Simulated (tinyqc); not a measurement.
Off-state leakage of single and stacked transistors: two steps of the calculation.

n-channel devices of unit width. Subthreshold current I(Vg, Vs, Vd) = I0 (T/300 K)^0.5 exp[(Vg - Vs - VT(T) - gb (Vs - Vb) + dd (Vd - Vs))/(nf Vt)] (1 - exp(-(Vd - Vs)/Vt)), VT(T) = VT - cT (T - 300 K). Gate-edge tunnelling Ig (Vd/1 V) exp(ag (Vd - 1 V)), for a gate at 0 V, and band-to-band leakage Ab u exp(-Bb/u), u = Vd - Vb + 1 V, flow at a drain held at V; both are taken as independent of T. In a stack of off transistors (all gates at 0 V) the same subthreshold current passes through each.

Parameters, values chosen for the exercise; values of the order met in bulk silicon logic transistors: temperature T = 300 K; supply voltage V = 0.8 V; threshold at 300 K, zero drain and body bias VT = 0.27 V; fall of the threshold with temperature cT = 0.6 mV/K; current at threshold at 300 K I0 = 0.29 uA/um; slope factor nf = 1.33; drain-induced lowering per volt dd = 0.15; rise of the threshold per volt of source-body bias gb = 0.14; gate-edge tunnelling current at 1 V Ig = 5e-5 uA/um; exponential slope of the gate current ag = 4.7 1/V; prefactor of band-to-band leakage at the drain Ab = 2 uA/(um V); its exponential voltage Bb = 21 V; body voltage Vb = 0 V.

Constants: q = 1.602176634e-19 C, kB = 1.380649e-23 J/K, Vt = kB T/q. Results are converted to the units shown.

Question 1. Leakage of one transistor. Vg = Vs = 0, Vd = V; effective threshold VT(T) - gb Vb - dd V.

Find: effective threshold; parts; total; shares.

Answer 1.

effective threshold = 0.15000 V
parts (nA/um): subthreshold 3.6961, gate edge 0.015625, band-to-band 0.030870
total = 3.7426 nA/um
shares (%): subthreshold 98.758, gate edge 0.41749, band-to-band 0.82482

The subthreshold part is the largest.

Question 2. New Vx. Stack of two, Vx the node between them: I_low = I(0, 0, Vx), I_up = I(0, Vx, V), f = ln(I_up/I_low), f' = -(1 + gb + 2 dd)/(nf Vt) - 1/(Vt (exp(Vx/Vt) - 1)) - 1/(Vt (exp((V - Vx)/Vt) - 1)), Vx(new) = Vx - f/f'.

Vx at the start = 0.083 V

Find: I_low; I_up; f; f'; Vx after iteration 1.

Answer 2.

I_low = 0.1554 nA/um
I_up = 0.1642 nA/um
f = 0.05513
f' = -43.51 1/V
Vx after iteration 1 = 0.08427 V

Program tinyqc, `OMP_NUM_THREADS=1 python tinyqc.py 2242043 2242044 out.jsonl`; Intel Xeon 2.30GHz, shared host, one thread, about 0.03 s.
